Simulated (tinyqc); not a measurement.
# Worked calculation: quantum limit of the contact resistance of a three-dimensional channel

Numbers from tinyqc (`OMP_NUM_THREADS=1 python tinyqc.py 2760090 2760091 out.jsonl`; about 0.01 s on one thread of a shared Intel Xeon 2.30GHz). Printed values are rounded.

Parabolic band with gv valleys, C = hbar^2/(2 m0), eta = (EF - Ec)/(kB T). Landauer picture: each mode conducts 2 q^2/h, and the contacts and the channel add incoherently in series, 1/Tt - 1 = 2 (1/tc - 1) + L/lam for the total transmission Tt.

Values chosen for this exercise: temperature T = 300 K; mass m = 0.4 m0; valleys gv = 2; carrier density n = 1.1e19 cm^-3; transmission of each contact tc = 0.83; back-scattering length of the channel lam = 13 nm; channel length L = 19 nm.

Constants: q = 1.602176634e-19 C, kB = 1.380649e-23 J/K, hbar = 1.054571817e-34 J s, h = 6.62607015e-34 J s, m0 = 9.1093837015e-31 kg, Vt = kB T/q, hbar^2/(2 m0) = 0.0380998212 eV nm^2. Results are converted to the units shown.

## Fermi level and modes

n = N F12(eta), N = 2 gv (m kB T/(4 pi C))^1.5, F12(x) = (2/sqrt(pi)) int_0^infinity sqrt(u)/(1 + exp(u - x)) du; modes per area M = gv m kB T ln(1 + exp(eta))/(4 pi C); at zero temperature M0 = gv kF^2/(4 pi), kF = (3 pi^2 n/gv)^(1/3). kB T in eV.

N = 1.26967e19 cm^-3
eta = 0.159235
M = 3.35177e12 cm^-2
M0 = 4.74616e12 cm^-2

The zero-temperature count is 42 % above the thermal one.

## Resistances

RQ = (h/2q^2)/M for the whole device, R = RQ/Tt; the part of one contact is Rc = RQ (1/tc - 1/2) and the channel adds RQ L/lam.

RQ = 3.85062e-9 ohm cm^2
Rc = 2.71399e-9 ohm cm^2
channel = 5.62783e-9 ohm cm^2
R = 1.10558e-8 ohm cm^2
Tt = 0.348289

The two contacts make up 49.1 % of R.
